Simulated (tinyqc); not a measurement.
Regular and subregular solution with a miscibility gap: one step, computed by the program tinyqc. Command: `OMP_NUM_THREADS=1 python tinyqc.py 3022269 3022270 out.jsonl regsol walk`. One thread of a shared host (Intel(R) Xeon(R) Processor @ 2.30GHz), about 0.02 s of CPU time with the checks.

Per mole of mixing sites: G(x) = x (1 - x) [L0 + L1 (1 - 2x)] + R T [x ln x + (1 - x) ln(1 - x)], x the fraction of B.

Task: Coherent spinodal. The spinodal is G'' = 0, R T_s(x) = x (1 - x) [2 L0 + 6 L1 (1 - 2x)]; the critical point is its maximum. If the lattice stays coherent, G'' gains 2 eta^2 Y V_m (eta = d ln a/dx, Y the biaxial modulus, E/(1 - nu) if isotropic), which is L0 replaced by L0 - eta^2 Y V_m (1 GPa cm^3/mol = 1 kJ/mol); the program reports 0 if the result is not positive.

Inputs (values chosen for the exercise, modelled on Ga(1-x)In(x)P): asymmetry L1 = 0 kJ/mol; coherency modulus Y = 127 GPa; molar volume V_m = 27.3 cm^3/mol.

eta = 0.07385159

L0 = 14.80873 kJ/mol

Give: eta^2 Y V_m; top of the coherent spinodal.

Result:

eta^2 Y V_m = 18.91 kJ/mol

top of the coherent spinodal = 0 K

Coherency strain takes most or all of L0: decomposition then needs incoherent interfaces or a free surface.
